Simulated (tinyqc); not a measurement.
Polytypes and stacking faults of a tetrahedral semiconductor in an axial Ising model with couplings up to third neighbours: one step, computed by the program tinyqc. Command: `OMP_NUM_THREADS=1 python tinyqc.py 3020966 3020967 out.jsonl polytype walk`. One thread of a shared host (Intel(R) Xeon(R) Processor @ 2.30GHz), about 0.01 s of CPU time with the checks.

Each double layer has s = +1 or -1 for the sense of its stacking step; E per pair of atoms = E0 - sum_n J_n <s_i s_(i+n)>, n = 1, 2, 3. Hexagonality h = (1 - <s_i s_(i+1)>)/2.

Problem. Stacking-fault energies. Faults in 3C: the sequences intrinsic (-), extrinsic (--), twin boundary (+ turns to -) are put between perfect repeats; k_n = (layers x C_n of the host) - sum_i s_i s_(i+n). gamma = sum k_n J_n/A, A = (sqrt 3/2) a^2; 1 meV/angstrom^2 = 16.02177 mJ/m^2.

Inputs (values chosen for the exercise, of the order of those of ZnS for J, a, G and the gaps):
```
quantity                    value      unit
J1                            2.1  meV/pair
J2                        -0.0879  meV/pair
J3                           0.05  meV/pair
basal lattice constant a     3.82  angstrom
```

Host polytype: 3C.

fault coefficients k_n:
```
               J1  J2  J3
intrinsic       4   4   4
extrinsic       4   8   8
twin boundary   2   4   6
```

Constants: 1 eV/angstrom^2 = 16.02176634 J/m^2.

Give: gamma; energy of the glide fault, intrinsic.

Solution.

gamma (mJ/m^2): intrinsic 10.457, extrinsic 10.265, twin boundary 5.259

energy of the glide fault, intrinsic = 10.457 mJ/m^2

The cheapest is the twin boundary fault.
